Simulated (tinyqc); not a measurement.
What each parameter does: Kronig-Penney superlattice by transfer matrices.

Wells (width a, potential 0, mass mw) alternate with barriers (width b, height V0, mass mb); period d = a + b; c = hbar^2/2m0. The vector (psi, psi'/m) is continuous, and a layer of thickness t carries it by M = [[cos kt, (m/k) sin kt], [-(k/m) sin kt, cos kt]] with k = sqrt(m (E - V)/c); for E < V, k = i kappa gives [[cosh, (m/kappa) sinh], [(kappa/m) sinh, cosh]] of kappa t. A Bloch state obeys cos(q d) = tr(Mb Mw)/2.

Constants: hbar^2/2m0 = 3.80998211 eV angstrom^2.

Inputs chosen for the exercise (near those of a GaAs superlattice with barriers of AlGaAs; the results hold for these values, not for the real material): a = 74 angstrom (well width); b = 40 angstrom (barrier width); V0 = 0.308 eV (barrier height); mw = 0.0655 m0 (mass in the wells); mb = 0.0985 m0 (mass in the barriers).

Bottom and width of the first miniband, the gap above it, and m_z = -2 c f'/d^2 with f = tr M/2.

Results for these values:
```
case  bottom (eV)  width (meV)  gap (meV)  m_z (m0)
base       0.0475          4.0      131.2    0.3164
```

What happens to each result for a = 67 angstrom, all else kept?

Answer: bottom rises from 0.0475 to 0.0541; width rises from 4.0 to 5.0; gap rises from 131.2 to 146.3; m_z falls from 0.3164 to 0.2904.

The same for each parameter in turn:
```
case             bottom (eV)  width (meV)  gap (meV)  m_z (m0)
base                  0.0475          4.0      131.2    0.3164
a = 67 angstrom       0.0541          5.0      146.3    0.2904
b = 46 angstrom       0.0482          2.4      134.8    0.4552
V0 = 0.262 eV         0.0444          5.2      119.8    0.2477
mw = 0.0721 m0        0.0456          3.6      125.1    0.3487
mb = 0.0837 m0        0.0490          5.2      130.3    0.2458
```

Run: tinyqc, `OMP_NUM_THREADS=1 python tinyqc.py 1281532 1281533 out.jsonl`; Intel(R) Xeon(R) Processor @ 2.30GHz, one thread, shared host; about 0.08 s of CPU time with all checks.
